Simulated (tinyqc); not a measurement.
# MOSFET in the linear regime without short-channel effects, parameter extraction from computed curves: what changes with what

Inversion charge Q = Cox n Vt W0(exp((Vg - VT)/(n Vt))), W0 the Lambert function and n = nf; u = Q/Cox; mobility mu = mu0/(1 + th1 u + th2 u^2); channel resistance Rch = (L - dL)/(W mu Q); Id = Vd/(Rch + Rsd/W). Cox = eps0 eox/tox. Small Vd, no channel-length or drain effects.

Values chosen for this exercise; channel values of the order met in silicon transistors: temperature T = 200 K; relative permittivity of the gate insulator (close to silicon dioxide) eox = 3.9; insulator thickness tox = 1 nm; low-field mobility mu0 = 220 cm^2/(V s); first mobility attenuation factor th1 = 0.69 1/V; second mobility attenuation factor th2 = 0 1/V^2; threshold voltage VT = 0.26 V; body factor nf = 1.21; gate width W = 1 um; drawn gate length L = 0.89 um; drawn less effective length dL = 0.002 um; source plus drain resistance Rsd = 84 ohm um; drain voltage Vd = 0.01 V.

Constants: q = 1.602176634e-19 C, kB = 1.380649e-23 J/K, Vt = kB T/q, eps0 = 8.8541878128e-14 F/cm where lengths are in cm. Results are converted to the units shown.

Each table varies one quantity; the others keep the values above.

## Extraction methods against the drawn gate length

From the continuous curve Id(Vg): tangent at peak gm (V_ext = Vg - Id/gm); constant current Id = 0.1 uA W/L; peak of d2Id/dVg2; Y = Id/sqrt(gm) drawn through Vg = VT + 0.6 and VT + 0.8 V, with intercept VT_Y and slope s. Mobilities gm,max L/(W Cox Vd) and s^2 L/(W Cox Vd) with the drawn L. Last column: share of Rsd/W in the total resistance at VT + 0.8 V.

Extraction methods against the drawn gate length:
columns A: L (um); B: V_ext (V); C: constant current (V); D: second derivative (V); E: VT_Y (V); F: mobility from gm (cm^2/(V s)); G: mobility from Y (cm^2/(V s)); H: series share (%)
```
A          B      C      D      E    F    G      H
0.03   0.247  0.262  0.249  0.299  126  221   52.4
0.062  0.253  0.263  0.252  0.299  139  213   34.0
0.13   0.258  0.264  0.253  0.299  148  209   19.4
0.27   0.261  0.264  0.254  0.299  154  208   10.3
0.56   0.262  0.264  0.254  0.299  157  207   5.24
1.2    0.263  0.264  0.254  0.299  158  206   2.51
2.4    0.264  0.264  0.254  0.299  159  206   1.27
5      0.264  0.264  0.254  0.299  159  206  0.614
```

The model has VT = 0.26 V and mu0 = 220 cm^2/(V s). Over the table the extracted thresholds move by 17 mV (tangent), 1.4 mV (constant current), 4.5 mV (second derivative), under 0.5 mV (Y function). The mobility from gm rises from 126 to 159 and that from Y falls from 221 to 206 cm^2/(V s).

## Extraction methods against the body factor

Same model as above.

Extraction methods against the body factor:
columns A: nf; B: V_ext (V); C: constant current (V); D: second derivative (V); E: VT_Y (V); F: mobility from gm (cm^2/(V s)); G: mobility from Y (cm^2/(V s)); H: series share (%)
```
A        B      C      D      E    F    G     H
1    0.264  0.269  0.255  0.296  162  209  3.39
1.1  0.264  0.266  0.255  0.298  160  208  3.37
1.2  0.263  0.264  0.254  0.299  158  207  3.36
1.3  0.262  0.262  0.254  0.300  156  205  3.35
1.4  0.261  0.259  0.253  0.301  154  204  3.34
1.5  0.261  0.256  0.252  0.303  152  203  3.32
1.6  0.260  0.253  0.251  0.303  151  202  3.31
1.7  0.259  0.250  0.251  0.304  149  201  3.30
```

The model has VT = 0.26 V and mu0 = 220 cm^2/(V s). Over the table the extracted thresholds move by 5.6 mV (tangent), 19 mV (constant current), 4.5 mV (second derivative), 8.2 mV (Y function). The mobility from gm falls from 162 to 149 and that from Y falls from 209 to 201 cm^2/(V s).

tinyqc, about 0.02 s, one thread, Intel Xeon 2.30GHz (shared host): `OMP_NUM_THREADS=1 python tinyqc.py 2210135 2210136 out.jsonl`
